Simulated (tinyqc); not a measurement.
Localisation length against disorder: localisation in a chain with random site energies (transfer matrices).

Hopping -t; leads with site energy 0, E = -2t cos(ka). psi_(j+1) = ((e_j - E)/t) psi_j - psi_(j-1), a product of matrices M_j = [[(e_j - E)/t, -1], [1, 0]]. For M = M_N ... M_1 the transmission is T = 4 sin^2(ka)/|M21 - M12 + M22 exp(ika) - M11 exp(-ika)|^2. Long samples draw e_j = W (x_j/2147483647 - 1/2) from x_j = 16807 x_(j-1) mod 2147483647, starting at x0. The localisation length xi, in sites, is defined by ln T = -2N/xi on average; weak disorder gives xi = 24 (4t^2 - E^2)/W^2, and the mean free path for backscattering is xi/2.

Numerical xi = N/ln sqrt(psi_(N+1)^2 + psi_N^2) for N = 20000 sites from psi_1 = 1, psi_0 = 0; its statistical error is about xi sqrt(xi/N).

Values chosen for the exercise:
```
symbol  value  unit  meaning
t       1.97   eV    hopping
E       -1.81  eV    energy
x0      7307         start of the number sequence
```

The same number sequence scaled by W.

xi (sites):
```
W/t   W (eV)  numerical  error  weak disorder  strong: 1/(ln(W/2t) - 1)
1.0    1.970     73.688  4.473         75.740                         -
1.5    2.955     30.959  1.218         33.662                         -
2.0    3.940     17.968  0.539         18.935                         -
3.0    5.910      8.367  0.171          8.416                         -
4.0    7.880      5.010  0.079          4.734                         -
6.0   11.820      2.654  0.031          2.104                         -
10.0  19.700      1.396  0.012          0.757                     1.641
16.0  31.520      0.890  0.006          0.296                     0.926
```

What can be read from this table?

At W = t the numerical value is 73.7 +/- 4.5 against 75.7, and at 2t 17.97 +/- 0.54 against 18.94. The weak-disorder formula is within 15 % for W/t = 1, 1.5, 2, 3 and 4; at W = 16t it gives 0.30 and the strong-disorder form 0.93, against 0.89. All states of the chain are localised; disorder only sets the length.

(tinyqc, `OMP_NUM_THREADS=1 python tinyqc.py 1481063 1481064 out.jsonl`, Intel(R) Xeon(R) Processor @ 2.30GHz, 1 thread, shared host, about 0.04 s.)
